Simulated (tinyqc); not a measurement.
Competing polymorphs of an oxide film: bulk, surface, grain-boundary, dopant and field terms: one step, computed by the program tinyqc. Command: `OMP_NUM_THREADS=1 python tinyqc.py 3007933 3007934 out.jsonl polymorph walk`. One thread of a shared host (Intel(R) Xeon(R) Processor @ 2.30GHz), about 0.01 s of CPU time with the checks.

Phases: monoclinic m (reference), polar orthorhombic o, tetragonal t. Free energies per formula unit (f.u.); 1 J/m^2 x angstrom^3/nm = 6.241509 meV.

Question. Free energies of the grain. Area per volume: A = 3/R for a sphere; G = b + gamma Omega A.

Inputs (values chosen for the exercise, for a model oxide):

| quantity | value | unit |
|---|---|---|
| surface energy of m | 3.11 | J/m^2 |
| surface energy of o | 2.64 | J/m^2 |
| surface energy of t | 2.4 | J/m^2 |
| volume per formula unit Omega | 33.6 | angstrom^3 |
| grain radius R | 18 | nm |
| temperature T | 1100 | K |

Geometry: free particles.

b (meV/f.u.): m 0.00, o 14.55, t 1.90

Give: area per volume A; G less G(m); G(o) - G(m); G(t) - G(o).

Answer.

area per volume A = 0.16667 1/nm

G less G(m) (meV/f.u.): m 0.000, o -1.878, t -22.916

G(o) - G(m) = -1.8777 meV/f.u.

G(t) - G(o) = -21.039 meV/f.u.

The lowest phase is t, by 21.0 meV/f.u. over o, whereas the bulk terms alone favour m. Caution: this is an equilibrium ranking; real films often keep the phase that nucleates first on cooling from t.
